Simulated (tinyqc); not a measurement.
## Lifetime from the low-frequency admittance

Problem. At low frequency a p+-n diode with a base of width wb has C_diff/G = (tau/2)(1 - 2 x/sinh 2x), x = wb/sqrt(Dp tau). Find tau, x and the limit of C_diff/G for infinite lifetime, wb^2/(3 Dp).

Values chosen for this exercise: hole diffusion coefficient Dp = 2.7 cm^2/s; width of the neutral base wb = 13 um.

G = 0.0053095804 S/cm^2
C_diff = 4.2165458e-4 uF/cm^2

Answer. The ratio rises steadily with tau from tau/2 (long base) towards wb^2/(3 Dp) (short base), so one lifetime matches as long as the ratio is below that limit.

tau = 2.000e-7 s
x = 1.769
limit of C_diff/G = 2.086e-7 s

Program tinyqc, `OMP_NUM_THREADS=1 python tinyqc.py 2890145 2890146 out.jsonl`; Intel Xeon 2.30GHz, shared host, one thread, about 0.01 s.
